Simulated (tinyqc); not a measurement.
Alloy A(1-x)B(x) by interpolation with bowing: sweeps and comparisons. A value that a table varies takes the place of the one given here.

Each gap follows E(x) = (1 - x) E_A + x E_B - C x (1 - x); the lattice constant follows Vegard, a(x) = (1 - x) a_A + x a_B.

Mass at Gamma from the Kane formula 1/m = F + Ep (Eg + 2 Dso/3)/(Eg (Eg + Dso)). F is fixed by the masses of A and B and interpolated linearly, as is Ep; Eg and Dso carry their bowing.

Constants: hc = 1239.841984 eV nm.

Values chosen for the exercise (A near AlAs, B near InAs; shifted at random, so the results belong to these values and not to a real crystal):
- a = (5.669, 6.054) angstrom (lattice constant of A, B)
- Eg = (3.135, 0.414) eV (gap at Gamma to the s-like level of A, B)
- EgX = (2.259, 1.445) eV (gap to the lowest valley along Gamma-X of A, B)
- EgL = (2.435, 1.146) eV (gap to L of A, B)
- C = (0.768, 0, 0) eV (bowing of the Gamma, X and L gaps)
- Dso = (0.283, 0.395) eV (spin-orbit splitting of A, B)
- Ep = (21.4, 21.4) eV (Kane energy of A, B)
- me = (0.1491, 0.0257) m0 (electron mass at Gamma of A, B)
- Cs = 0.17 eV (bowing of Dso)
- x = 0.69 (fraction of B)

## Gaps across the alloy

Eleven compositions.

Gaps (eV):

| x | a (angstrom) | Gamma | X | L | lowest | wavelength (nm) |
|---|---|---|---|---|---|---|
| 0.0 | 5.6690 | 3.135 | 2.259 | 2.435 | X | 549 |
| 0.1 | 5.7075 | 2.794 | 2.178 | 2.306 | X | 569 |
| 0.2 | 5.7460 | 2.468 | 2.096 | 2.177 | X | 591 |
| 0.3 | 5.7845 | 2.157 | 2.015 | 2.048 | X | 615 |
| 0.4 | 5.8230 | 1.862 | 1.933 | 1.919 | Gamma | 666 |
| 0.5 | 5.8615 | 1.583 | 1.852 | 1.790 | Gamma | 783 |
| 0.6 | 5.9000 | 1.318 | 1.771 | 1.662 | Gamma | 941 |
| 0.7 | 5.9385 | 1.069 | 1.689 | 1.533 | Gamma | 1160 |
| 0.8 | 5.9770 | 0.835 | 1.608 | 1.404 | Gamma | 1484 |
| 0.9 | 6.0155 | 0.617 | 1.526 | 1.275 | Gamma | 2010 |
| 1.0 | 6.0540 | 0.414 | 1.445 | 1.146 | Gamma | 2995 |

How do the results move?

The lowest valley changes at x = 0.366 (X to Gamma, gap 1.961 eV). The Gamma gap is monotonic, since its bowing (0.768 eV) is smaller than the difference of the end gaps (2.721 eV); at x = 0.5 bowing lowers it by C/4 = 0.192 eV.

## Three ways to interpolate a mass

Linear in m, linear in 1/m, and the Kane formula.

Masses (m0):

| x | Eg (eV) | linear in m | linear in 1/m | Kane | Kane m/Eg (1/eV) |
|---|---|---|---|---|---|
| 0.000 | 3.135 | 0.1491 | 0.1491 | 0.1491 | 0.0476 |
| 0.125 | 2.711 | 0.1337 | 0.0932 | 0.1396 | 0.0515 |
| 0.250 | 2.311 | 0.1182 | 0.0678 | 0.1268 | 0.0549 |
| 0.375 | 1.935 | 0.1028 | 0.0532 | 0.1112 | 0.0575 |
| 0.500 | 1.583 | 0.0874 | 0.0438 | 0.0938 | 0.0593 |
| 0.625 | 1.254 | 0.0720 | 0.0373 | 0.0756 | 0.0603 |
| 0.750 | 0.950 | 0.0566 | 0.0324 | 0.0578 | 0.0608 |
| 0.875 | 0.670 | 0.0411 | 0.0287 | 0.0410 | 0.0612 |
| 1.000 | 0.414 | 0.0257 | 0.0257 | 0.0257 | 0.0621 |

How do the results move?

At x = 0.5 the three give 0.0874, 0.0438 and 0.0938; judged by the largest distance, the Kane value is closer to the interpolation in m (largest distances 0.0085 m0 from the rule in m, 0.0590 m0 from the rule in 1/m). The ratio m/Eg varies by a factor of 1.31 while the gap varies by 7.57; a constant ratio is the two-band rule m = Eg/Ep at fixed Ep.

## What each parameter does

Gaps at x and the Kane mass. Each row changes one parameter from the base and keeps the others.

Results:

| case | Gamma (eV) | X (eV) | L (eV) | mass (m0) |
|---|---|---|---|---|
| base | 1.0932 | 1.6973 | 1.5456 | 0.0663 |
| x = 0.73 | 0.9973 | 1.6648 | 1.4940 | 0.0606 |
| C = (0.868, 0.1, 0.1) eV | 1.0718 | 1.6760 | 1.5242 | 0.0648 |
| Eg = (3.292, 0.414) eV | 1.1419 | 1.6973 | 1.5456 | 0.0691 |
| EgX = (2.259, 1.373) eV | 1.0932 | 1.6477 | 1.5456 | 0.0663 |
| EgL = (2.313, 1.146) eV | 1.0932 | 1.6973 | 1.5078 | 0.0663 |
| Ep = (23.5, 23.5) eV | 1.0932 | 1.6973 | 1.5456 | 0.0728 |
| Cs = 0.22 eV | 1.0932 | 1.6973 | 1.5456 | 0.0661 |

What does this show?

The largest shifts from the base row, up to three for each result and ties (the steps differ in size, so this ranks the rows, not the parameters). Gamma (eV): x -0.0959, Eg +0.0487, C -0.0214; unchanged at the printed digits by EgX, EgL, Ep and Cs. X (eV): EgX -0.0497, x -0.0326, C -0.0214; unchanged at the printed digits by Eg, EgL, Ep and Cs. L (eV): x -0.0516, EgL -0.0378, C -0.0214; unchanged at the printed digits by Eg, EgX, Ep and Cs. mass (m0): Ep +0.0066, x -0.0057, Eg +0.0029; unchanged at the printed digits by EgX and EgL.

tinyqc: `OMP_NUM_THREADS=1 python tinyqc.py 1081371 1081372 out.jsonl`; about 0.01 s, one thread, shared Intel(R) Xeon(R) Processor @ 2.30GHz.
